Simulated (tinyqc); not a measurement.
# Threshold of a short bulk MOSFET: charge sharing, barrier lowering, narrow width: effects of single changes

n-channel device on a p-type body, depletion approximation, full ionisation. Uniform doping N = Na. Vbi from Boltzmann statistics is rough for the degenerate source. Cox = eps0 eox/tox.

Parameters, values chosen for the exercise; band and dielectric values close to those of silicon:
```
symbol    value   unit                                                                 meaning
T           400      K                                                             temperature
Eg         1.12     eV                                                                band gap
eps_r      11.8                                                          relative permittivity
Nc      4.23e19  cm^-3                                  conduction-band density of states at T
Nv      4.08e19  cm^-3                                     valence-band density of states at T
eox        7.41         relative permittivity of the gate insulator (close to silicon nitride)
tox         8.4     nm                                                     insulator thickness
Na       6.1e17  cm^-3                                                          channel doping
Nsd        1e20  cm^-3                                                 source and drain doping
Vfb       -0.81      V                                     flat-band voltage for the doping Na
xj           15     nm                                                          junction depth
Vbs          -1      V                                                     body-source voltage
Vds         0.5      V                                                    drain-source voltage
W          1100     nm                                                              gate width
xw       1.5708                      shape factor of the fringing depletion at the width edges
L           250     nm                                                          channel length
```

Constants: q = 1.602176634e-19 C, kB = 1.380649e-23 J/K, Vt = kB T/q, eps0 = 8.8541878128e-14 F/cm where lengths are in cm. Results are converted to the units shown.

Each table varies one quantity; the others keep the values above.

## Threshold roll-off against channel length

ni = sqrt(Nc Nv) exp(-Eg/(2 Vt)), Eg in volts; 2 pB = 2 Vt ln(N/ni); flat band Vfb - Vt ln(N/Na); Wd = sqrt(2 eps0 eps_r (2 pB - Vbs)/(q N)); body term q N Wd/Cox; long-channel VT0 = flat band + 2 pB + body term; Vbi = Vt ln(N Nsd/ni^2); scale length l = sqrt((eps_r/eox) tox Wd). Charge sharing (trapezoid; it ignores Vds): F = (xj/L)(sqrt(1 + 2 Wd/xj) - 1), lowering = body term times F. Barrier lowering: th = exp(-L/(2 l)) + 2 exp(-L/l), lowering = th [2 (Vbi - 2 pB) + Vds], DIBL = th. Narrow width: rise = body term times xw Wd/W. VT by each model = VT0 - lowering + rise. DIBL under 0.001 mV/V is printed as 0.

The same in every row: N (cm^-3) = 6.1000e17; VT0 (V) = 0.80148.

Results:
```
L (nm)	L/l	F	DIBL (mV/V)	VT, charge sharing (V)	VT, barrier lowering (V)
92	3.1810	0.33518	286.92	0.60908	0.62703
130	4.4948	0.23721	128.01	0.68575	0.76235
190	6.5694	0.16230	40.258	0.74436	0.83708
280	9.6812	0.11013	8.0274	0.78518	0.86452
580	20.054	0.053167	0.044198	0.82976	0.87132
830	28.698	0.037153	0	0.84229	0.87136
1200	41.491	0.025697	0	0.85125	0.87136
1700	58.778	0.018139	0	0.85716	0.87136
```

Estimate the missing row, L = 400 nm.

Computed row:
```
L (nm)	L/l	F	DIBL (mV/V)	VT, charge sharing (V)	VT, barrier lowering (V)
400	13.830	0.077092	0.99464	0.81103	0.87051
```

With this row back in the table: VT by barrier lowering rises from 0.627 to 0.871 V and VT by charge sharing rises from 0.609 to 0.857 V. DIBL is under 100 mV/V from L = 190 nm on among the rows (th = 0.1 at L/l = 4.92). For L = 92 DIBL exceeds 250 mV/V, where the barrier formula is rough.

## Effect of the gate width

Same model as above.

The same in every row: N (cm^-3) = 6.100e17; VT0 (V) = 0.8015; L/l = 8.644; F = 0.1233; DIBL (mV/V) = 13.63.

Effect of the gate width:
```
W (nm)	VT, charge sharing (V)	VT, barrier lowering (V)
250	1.012	1.097
470	0.8685	0.9534
870	0.7933	0.8782
1600	0.7530	0.8379
3000	0.7306	0.8155
```

Read the table: what changes, and by how much?

As W goes from 250 to 3000, VT0 stays at 0.801 V, DIBL stays at 13.6 mV/V, F stays at 0.123 and VT by barrier lowering falls from 1.10 to 0.815 V. The width enters only through the rise xw Wd/W.

Program tinyqc, `OMP_NUM_THREADS=1 python tinyqc.py 2002168 2002169 out.jsonl`; Intel Xeon 2.30GHz, shared host, one thread, about 0.01 s.
